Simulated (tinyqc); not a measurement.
Kinetics of strain relaxation and threading dislocations in mismatched semiconductor layers: one step, computed by the program tinyqc. Command: `OMP_NUM_THREADS=1 python tinyqc.py 3028585 3028586 out.jsonl threading walk`. One thread of a shared host (Intel(R) Xeon(R) Processor @ 2.30GHz), about 0.01 s of CPU time with the checks.

60-degree dislocations on {111} planes of a (001) layer, isotropic elasticity. The Schmid factor is 1/sqrt(6), and a misfit segment relieves strain with b/2.

Task: Graded buffer. In steady grading, strain is fed at R_f R_g and relieved at (b/4) rho v. As a glide-limited estimate, the driving stress is taken as the mean stress of the strained top zone, whose depth z solves R_f z/2 = e_eq(z), with strain R_f z at the surface; tau_g = S R_f z/2 is its mean; then rho = 4 R_f R_g/(b m tau_g), m = v0 exp(-Q/(k_B T_g)), S = (1/sqrt 6) 2 G (1 + nu)/(1 - nu), e_eq(z) = b (1 - nu/4) [ln(z/b) + 1]/(4 pi (1 + nu) z).

Inputs (values chosen for the exercise, modelled on Ge on Si): misfit f = 0.0413; shear modulus G = 54.4 GPa; Poisson ratio nu = 0.26; Burgers vector b = 4 angstrom; glide activation energy Q = 1.64 eV; velocity prefactor v0 = 26000 m/s per MPa; grading rate (misfit per thickness) R_f = 0.0062 1/micrometre; growth temperature of the buffer T_g = 819 K; growth rate R_g = 0.25 nm/s.

Constants: k_B = 8.617333262e-05 eV/K.

Give: depth z of the strained zone; stress tau_g; thread density of the buffer; buffer thickness f/R_f.

Result:

depth z of the strained zone = 237.2 nm

stress tau_g = 55.62 MPa

thread density of the buffer = 13244 1/cm^2

buffer thickness f/R_f = 6.661 micrometre

Raising T_g by 50 K would lower this density by a factor 3.8: fast glide lets few threads do the work. Caution: real buffers seldom go below 1e5 /cm^2, as pile-ups and nucleation take over; this value is a lower bound.
